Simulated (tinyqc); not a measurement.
What moves the Penn gap and the ionicity: Penn model of the dielectric constant and Phillips ionicity.

n = 32/a^3; Ep^2 = 8 pi c e2 n with c = hbar^2/2m0, e2 = e^2/(4 pi eps0); EF = c (3 pi^2 n)^(2/3); eps = 1 + (Ep/Eg)^2 S with S = 1 - Eg/(4 EF) + (Eg/(4 EF))^2/3, Eg the Penn gap. Core d shells are left out.

Phillips: bond length d = sqrt(3) a/4; homopolar gap Eh = 39.74 d^(-2.48) eV (d in angstrom); Eg^2 = Eh^2 + C^2; ionicity fi = C^2/Eg^2.

Constants: hbar^2/2m0 = 3.80998211 eV angstrom^2; e^2/(4 pi eps0) = 14.39964547 eV angstrom.

Values chosen for the exercise (out of a larger set: near those of SiC; not measured data): a = 4.349 angstrom (cubic lattice constant, 32 valence electrons a cell); ei = 6.59 (high-frequency dielectric constant).

Eg from ei; fi = 1 - (Eh/Eg)^2, printed even where negative.

One parameter was then changed.

Results before and after:
```
case     Ep (eV)  Eg (eV)  Eh (eV)     fi
base      23.161    9.221    8.270  0.196
changed   23.161    9.782    8.270  0.285
```

Which of these changes was made? (a) ei = 5.93; (b) a = 4.436 angstrom.
Answer: (a) ei = 5.93. Of the candidates, run in turn, only this one gives the changed row.

All candidates:
```
case                Ep (eV)  Eg (eV)  Eh (eV)     fi
base                 23.161    9.221    8.270  0.196
a = 4.436 angstrom   22.483    8.946    7.873  0.225
ei = 5.93            23.161    9.782    8.270  0.285
```

With the tabulated Phillips C of about 3.9 eV, fi would be 0.18; this model leaves out the d-shell factor.

Run: tinyqc, `OMP_NUM_THREADS=1 python tinyqc.py 1652154 1652155 out.jsonl`; Intel(R) Xeon(R) Processor @ 2.30GHz, one thread, shared host; about 0.01 s of CPU time with all checks.
